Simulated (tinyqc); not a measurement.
Elastic strain and critical thickness of a cubic alloy layer A(1-x)B(x) on a thick substrate: one step, computed by the program tinyqc. Command: `OMP_NUM_THREADS=1 python tinyqc.py 3026752 3026753 out.jsonl misfit walk`. One thread of a shared host (Intel(R) Xeon(R) Processor @ 2.30GHz), about 0.01 s of CPU time with the checks.

Strain is positive in tension. The layer is coherent with the substrate unless said otherwise.

Problem. Isotropic constants and the prefactor A. Voigt averages: G = (C11 - C12 + 3 C44)/5, B = (C11 + 2 C12)/3, nu = (3 B - 2 G)/(2 (3 B + G)); b = a/sqrt(2). Edge dislocation with b in the interface: cos alpha = 0, cos lambda = 1. Matthews-Blakeslee: h_c = A [ln(h_c/b) + 1], A = b (1 - nu cos^2 alpha)/(8 pi |f| (1 + nu) cos lambda), the factor 8 pi being that of an uncapped layer.

Growth plane: (001). Layer: uncapped. Misfit dislocation: edge.

elastic constants (GPa): C11 95.8874, C12 60.3502, C44 43.4964

free lattice constant a = 5.89546 angstrom

misfit f = -0.005675554

Give: shear modulus G; Poisson ratio nu; Burgers vector b; prefactor A.

Solution.

shear modulus G = 33.20528 GPa

Poisson ratio nu = 0.3006

Burgers vector b = 0.4169 nm

prefactor A = 2.247 nm
